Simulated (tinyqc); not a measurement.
## MOSFET in the linear regime without short-channel effects, parameter extraction from computed curves: extraction methods against the source plus drain resistance

Inversion charge Q = Cox n Vt W0(exp((Vg - VT)/(n Vt))), W0 the Lambert function and n = nf; u = Q/Cox; mobility mu = mu0/(1 + th1 u + th2 u^2); channel resistance Rch = (L - dL)/(W mu Q); Id = Vd/(Rch + Rsd/W). Cox = eps0 eox/tox. Small Vd, no channel-length or drain effects.

From the continuous curve Id(Vg): tangent at peak gm (V_ext = Vg - Id/gm); constant current Id = 0.1 uA W/L; peak of d2Id/dVg2; Y = Id/sqrt(gm) drawn through Vg = VT + 0.6 and VT + 0.8 V, with intercept VT_Y and slope s. Mobilities gm,max L/(W Cox Vd) and s^2 L/(W Cox Vd) with the drawn L. Last column: share of Rsd/W in the total resistance at VT + 0.8 V.

Parameters, values chosen for the exercise; channel values of the order met in silicon transistors:

| symbol | value | unit | meaning |
|---|---|---|---|
| T | 200 | K | temperature |
| eox | 9.02 |  | relative permittivity of the gate insulator (close to aluminium oxide) |
| tox | 12 | nm | insulator thickness |
| mu0 | 130 | cm^2/(V s) | low-field mobility |
| th1 | 0.43 | 1/V | first mobility attenuation factor |
| th2 | 0 | 1/V^2 | second mobility attenuation factor |
| VT | 0.34 | V | threshold voltage |
| nf | 1.43 |  | body factor |
| W | 1 | um | gate width |
| L | 0.14 | um | drawn gate length |
| dL | 0.008 | um | drawn less effective length |
| Vd | 0.025 | V | drain voltage |

Constants: q = 1.602176634e-19 C, kB = 1.380649e-23 J/K, Vt = kB T/q, eps0 = 8.8541878128e-14 F/cm where lengths are in cm. Results are converted to the units shown.

Results:
```
Rsd (ohm um),V_ext (V),constant current (V),second derivative (V),VT_Y (V),mobility from gm (cm^2/(V s)),mobility from Y (cm^2/(V s)),series share (%)
0,0.349,0.399,0.334,0.382,105,128,0
50,0.348,0.399,0.334,0.382,104,128,1.76
100,0.347,0.399,0.334,0.382,103,128,3.47
200,0.345,0.399,0.333,0.382,101,128,6.70
400,0.342,0.400,0.333,0.382,97.6,128,12.6
1500,0.333,0.402,0.331,0.382,85.2,128,35.0
```

Estimate the missing row, Rsd = 800 ohm um.

Computed row:
```
Rsd (ohm um),V_ext (V),constant current (V),second derivative (V),VT_Y (V),mobility from gm (cm^2/(V s)),mobility from Y (cm^2/(V s)),series share (%)
800,0.338,0.401,0.332,0.382,92.3,128,22.3
```

With this row back in the table: The model has VT = 0.34 V and mu0 = 130 cm^2/(V s). Over the table the extracted thresholds move by 16 mV (tangent), 3.1 mV (constant current), 3.0 mV (second derivative), under 0.5 mV (Y function). The mobility from gm falls from 105 to 85.2 and that from Y stays near 128 cm^2/(V s). Y cancels the series resistance, which multiplies Id and sqrt(gm) by the same factor.

Numbers from tinyqc (`OMP_NUM_THREADS=1 python tinyqc.py 2210041 2210042 out.jsonl`; about 0.01 s on one thread of a shared Intel Xeon 2.30GHz).
